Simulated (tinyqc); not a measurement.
Inside a calculation. Model: one rectangular barrier with mass mismatch, transfer matrices.

tinyqc, about 0.01 s, one thread, Intel Xeon 2.30GHz (shared host): `OMP_NUM_THREADS=1 python tinyqc.py 2560006 2560007 out.jsonl` Printed values are rounded.

One electron of energy E comes from the left lead (band edge 0); no transverse momentum. Parabolic bands, masses in units of m0, C = hbar^2/(2 m0); psi and psi'/m are continuous at every interface. The right lead equals the left one.

Parameters, values chosen for the exercise; masses and offsets close to those of InGaAs wells and InP barriers:
```
symbol,value,unit,meaning
mL,0.04,m0,mass in the left lead
U1,0.24,eV,barrier height
m1,0.082,m0,barrier mass
d1,5.8,nm,barrier width
E,0.025,eV,electron energy
```

Constants: q = 1.602176634e-19 C, hbar = 1.054571817e-34 J s, m0 = 9.1093837015e-31 kg, hbar^2/(2 m0) = 0.0380998212 eV nm^2. Results are converted to the units shown.

## Wave numbers

k = sqrt(m (E - U)/C) where E > U, K = sqrt(m (U - E)/C) where E < U; v = k/m in the leads.

Layers:
```
   U (eV)  m (m0)  d (nm)  k or K (1/nm)  which
1    0.24   0.082     5.8      0.6802439      K
```

vL = 4.050219 1/nm
vR = 4.050219 1/nm

## Matrices of the layers

For the pair (psi, psi'/m) a flat layer has M = [[cos kd, (m/k) sin kd], [-(k/m) sin kd, cos kd]] with k = sqrt(m (E - U)/C) above its edge U, and M = [[cosh Kd, (m/K) sinh Kd], [(K/m) sinh Kd, cosh Kd]] with K = sqrt(m (U - E)/C) below it. M12 is in nm, M21 in 1/nm.

M of layer 1:
```
          1         2
1  25.85856  3.114789
2  214.3533  25.85856
```

## Transmission and reflection

The matrix M carries (psi, psi'/m) across the stack, and v = k/m in each lead. psi = 1 + r at the left edge (incident amplitude 1) and t at the right edge. With det M = 1, a = i vR M11 - M21 and b = -vL vR M12 - i vL M22: t = 2 i vL/(a - b), r = -(a + b)/(a - b), T(E) = (vR/vL) |t|^2, R(E) = |r|^2.

t = 0.02405772-0.01875058i
r = -0.6144513-0.7883649i
T(E) = 9.303579e-4
R(E) = 0.9990696

T(E) + R(E) = 1: the current is conserved.
